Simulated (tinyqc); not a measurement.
Stretching all distances: RHF, UHF, MP2, CISD and CCSD against full CI in the sto-3g basis, for HeH+, spin multiplicity 1. Computed by the program tinyqc with PySCF. 

Geometry (angstrom):
```
atom       x       y       z
He    0.0000  0.0000  0.0000
H     0.0000  0.0000  0.7240
```

All coordinates are multiplied by the scale. c0^2 is the weight of the RHF determinant in the lowest singlet FCI state (UHF is spin-contaminated and may lie near states of higher spin) and n(LUMO) the first natural occupation beyond the occupied space.

Full CI energy (hartree) and errors against it (kcal/mol):
```
scale   distance 1-2 (angstrom)     E(FCI)     RHF     UHF      MP2    CISD    CCSD  <S^2> UHF    c0^2  n(LUMO)
0.8700                   0.6299  -2.793306  6.1550  6.1550   1.5633  0.0000  0.0000     0.0000  0.9960   0.0077
1.0800                   0.7819  -2.852859  6.0167  6.0167   1.4894  0.0000  0.0000     0.0000  0.9953   0.0088
1.2900                   0.9340  -2.862532  5.1270  5.1270   1.1311  0.0000  0.0000     0.0000  0.9953   0.0084
1.5000                   1.0860  -2.854586  3.7726  3.7726   0.6432  0.0000  0.0000     0.0000  0.9961   0.0066
1.7100                   1.2380  -2.842335  2.3888  2.3888   0.2271  0.0000  0.0000     0.0000  0.9973   0.0043
1.9200                   1.3901  -2.831133  1.3059  1.3059  -0.0065  0.0000  0.0000     0.0000  0.9985   0.0023
2.1300                   1.5421  -2.822606  0.6216  0.6216  -0.0774  0.0000  0.0000     0.0000  0.9993   0.0011
```

UHF stays equal to RHF over this range. The weight c0^2 goes from 1.00 to 1.00 and n(LUMO) from 0.01 to 0.00: one determinant still serves, as it does when a bond breaks into closed-shell fragments or is not yet far stretched. The spread of the error along the curve, which distorts its shape, is CISD 0.0, CCSD 0.0, MP2 1.6, RHF 5.5, UHF 5.5 kcal/mol. Below FCI somewhere: MP2, as non-variational methods may be. With two electrons CISD and CCSD are exact.
